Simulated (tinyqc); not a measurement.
Plane-wave Kohn-Sham cycle with exchange-only LDA in a layered model solid, step by step. Computed by tinyqc, a small Python program that keeps every step. Settings: points = 16, plane-wave index or count = 3, electrons = 2, k points = 4, area = 10.0, mixing = 1.0, iteration cap = 55, Kerker q0 = 1.44. Command: `OMP_NUM_THREADS=1 python tinyqc.py 31621 31622 out.jsonl` (the two numbers bound the seeds that draw the settings). One thread of a shared host (Intel(R) Xeon(R) Processor @ 2.60GHz), about 0.01 s of CPU time with the checks. Later iterations appear only in the table of the cycle.

## Iteration 1: potential

A solid whose potential varies along x alone (atomic units):
```
parameter                      value
period a                    6.100000
cross-section of the cell  10.000000
electrons per cell                 2
grid points                       16
plane waves -n..n, n               3
k points                           4
V1 in V1 cos(2 pi x/a)     -0.450000
V2 in V2 cos(4 pi x/a)      0.100000
```

density at the start, on the grid x_j = j a/N (e/bohr^3): [0.03278689, 0.03278689, 0.03278689, 0.03278689, 0.03278689, 0.03278689, 0.03278689, 0.03278689, 0.03278689, 0.03278689, 0.03278689, 0.03278689, 0.03278689, 0.03278689, 0.03278689, 0.03278689]

V_H(G) = 4 pi rho(G)/G^2 for G != 0 (uniform background); v_x = -(3 rho/pi)^(1/3); V = V_ext + V_H + v_x; Fourier components f(G_m) = (1/N) sum_j f(x_j) exp(-i G_m x_j).

Potentials on the grid (hartree):
```
x             V_ext       V_H        v_x          V
0.000000  -0.350000  0.000000  -0.315179  -0.665179
0.381250  -0.345035  0.000000  -0.315179  -0.660214
0.762500  -0.318198  0.000000  -0.315179  -0.633377
1.143750  -0.242918  0.000000  -0.315179  -0.558097
1.525000  -0.100000  0.000000  -0.315179  -0.415179
1.906250   0.101497  0.000000  -0.315179  -0.213682
2.287500   0.318198  0.000000  -0.315179   0.003019
2.668750   0.486456  0.000000  -0.315179   0.171278
3.050000   0.550000  0.000000  -0.315179   0.234821
3.431250   0.486456  0.000000  -0.315179   0.171278
3.812500   0.318198  0.000000  -0.315179   0.003019
4.193750   0.101497  0.000000  -0.315179  -0.213682
4.575000  -0.100000  0.000000  -0.315179  -0.415179
4.956250  -0.242918  0.000000  -0.315179  -0.558097
5.337500  -0.318198  0.000000  -0.315179  -0.633377
5.718750  -0.345035  0.000000  -0.315179  -0.660214
```

V(G_m), m = 0, 1, 2, ... (hartree): [-0.315179, -0.225000, 0.050000, 0.000000, 0.000000, 0.000000, 0.000000]

## Iteration 1: Hamiltonian at one k

k = 0.125000 2 pi / a

H(m,m') = (k + G_m)^2/2 delta + V(G_m - G_m'), with V(-G) = V(G).

H (hartree), order -3, -2, -1, +0, +1, +2, +3:
```
[[4.069580, -0.225000, 0.050000, 0.000000, 0.000000, 0.000000, 0.000000],
 [-0.225000, 1.549794, -0.225000, 0.050000, 0.000000, 0.000000, 0.000000],
 [0.050000, -0.225000, 0.090971, -0.225000, 0.050000, 0.000000, 0.000000],
 [0.000000, 0.050000, -0.225000, -0.306890, -0.225000, 0.050000, 0.000000],
 [0.000000, 0.000000, 0.050000, -0.225000, 0.356211, -0.225000, 0.050000],
 [0.000000, 0.000000, 0.000000, 0.050000, -0.225000, 2.080276, -0.225000],
 [0.000000, 0.000000, 0.000000, 0.000000, 0.050000, -0.225000, 4.865302]]
```

## Iteration 1: levels at that k

Diagonalise the Hermitian matrix.

eigenvalues (hartree): [-0.452746, 0.093767, 0.429729, 1.566514, 2.092836, 4.090749, 4.884394]

## Iteration 1: new density

Motion across x is left out: the lowest 1 band(s) hold two electrons at each of the k points (j + 1/2)/nk - 1/2. Residual R = rho(out) - rho(in); rho(new) = rho(in) + 1 R, with R(G) scaled by G^2/(G^2 + 1.44^2) (Kerker). rho(out) = 2/(a A nk) sum |psi|^2 with psi = sum c exp(i G x). Harris energy E = band energy - dV sum rho (V_H/2 + v_x) + (3/4) dV sum rho v_x with rho(in), dV = a A/N, band energy = (2/nk) sum of the filled levels.

rho(out) (e/bohr^3): [0.07742155, 0.07252967, 0.05936518, 0.04202141, 0.02553424, 0.01342939, 0.00639635, 0.00316706, 0.00228200, 0.00316706, 0.00639635, 0.01342939, 0.02553424, 0.04202141, 0.05936518, 0.07252967]

density after iteration 1 (e/bohr^3): [0.05025615, 0.04793760, 0.04181536, 0.03419667, 0.02789410, 0.02457698, 0.02392573, 0.02443629, 0.02476855, 0.02443629, 0.02392573, 0.02457698, 0.02789410, 0.03419667, 0.04181536, 0.04793760]

energy per cell = -0.73034195 hartree

## Iteration 2: potential

As before.

Potentials on the grid (hartree):
```
x             V_ext        V_H        v_x          V
0.000000  -0.350000   0.164627  -0.363402  -0.548775
0.381250  -0.345035   0.149032  -0.357725  -0.553728
0.762500  -0.318198   0.106355  -0.341798  -0.553641
1.143750  -0.242918   0.047419  -0.319633  -0.515132
1.525000  -0.100000  -0.014301  -0.298649  -0.412950
1.906250   0.101497  -0.067556  -0.286308  -0.252367
2.287500   0.318198  -0.106231  -0.283756  -0.071789
2.668750   0.486456  -0.128895  -0.285761   0.071801
3.050000   0.550000  -0.136272  -0.287050   0.126678
3.431250   0.486456  -0.128895  -0.285761   0.071801
3.812500   0.318198  -0.106231  -0.283756  -0.071789
4.193750   0.101497  -0.067556  -0.286308  -0.252367
4.575000  -0.100000  -0.014301  -0.298649  -0.412950
4.956250  -0.242918   0.047419  -0.319633  -0.515132
5.337500  -0.318198   0.106355  -0.341798  -0.553641
5.718750  -0.345035   0.149032  -0.357725  -0.553728
```

V(G_m), m = 0, 1, 2, ... (hartree): [-0.312357, -0.169614, 0.050479, 0.000797, 0.000179, -0.000049, -0.000004]

## Iteration 2: Hamiltonian at one k

k = 0.125000 2 pi / a

As before.

H (hartree), order -3, -2, -1, +0, +1, +2, +3:
```
[[4.072403, -0.169614, 0.050479, 0.000797, 0.000179, -0.000049, -0.000004],
 [-0.169614, 1.552616, -0.169614, 0.050479, 0.000797, 0.000179, -0.000049],
 [0.050479, -0.169614, 0.093793, -0.169614, 0.050479, 0.000797, 0.000179],
 [0.000797, 0.050479, -0.169614, -0.304068, -0.169614, 0.050479, 0.000797],
 [0.000179, 0.000797, 0.050479, -0.169614, 0.359033, -0.169614, 0.050479],
 [-0.000049, 0.000179, 0.000797, 0.050479, -0.169614, 2.083098, -0.169614],
 [-0.000004, -0.000049, 0.000179, 0.000797, 0.050479, -0.169614, 4.868124]]
```

## Iteration 2: levels at that k

As before.

eigenvalues (hartree): [-0.394157, 0.096363, 0.405485, 1.562664, 2.090675, 4.084732, 4.879236]

## Iteration 2: new density

As before.

rho(out) (e/bohr^3): [0.06977045, 0.06638068, 0.05678514, 0.04301540, 0.02851439, 0.01665300, 0.00898017, 0.00509846, 0.00396522, 0.00509846, 0.00898017, 0.01665300, 0.02851439, 0.04301540, 0.05678514, 0.06638068]

density after iteration 2 (e/bohr^3): [0.05640395, 0.05393741, 0.04705849, 0.03755651, 0.02830810, 0.02181826, 0.01870418, 0.01783537, 0.01774959, 0.01783537, 0.01870418, 0.02181826, 0.02830810, 0.03755651, 0.04705849, 0.05393741]

energy per cell = -0.63168647 hartree

## Convergence

Stop when sqrt(dV sum R^2) is below 1e-8, dV = a A/N.

Course of the cycle:
```
iteration  E (hartree)  norm of the residual
1          -0.73034195              2.11e-01
2          -0.63168647              1.14e-01
3          -0.60353881              6.00e-02
4          -0.59678392              3.07e-02
5          -0.59530192              1.56e-02
6          -0.59498216              7.88e-03
7          -0.59491095              4.00e-03
8          -0.59489432              2.03e-03
9          -0.59489027              1.03e-03
10         -0.59488926              5.24e-04
11         -0.59488900              2.66e-04
...                ...                   ...
17         -0.59488891              4.61e-06
18         -0.59488891              2.34e-06
19         -0.59488891              1.19e-06
20         -0.59488891              6.06e-07
21         -0.59488891              3.08e-07
22         -0.59488891              1.57e-07
23         -0.59488891              7.98e-08
24         -0.59488891              4.06e-08
25         -0.59488891              2.06e-08
26         -0.59488891              1.05e-08
27         -0.59488891              5.34e-09
```

Converged in 27 iterations. Before convergence this energy mixes input and output and is not variational, so it may rise towards its limit.
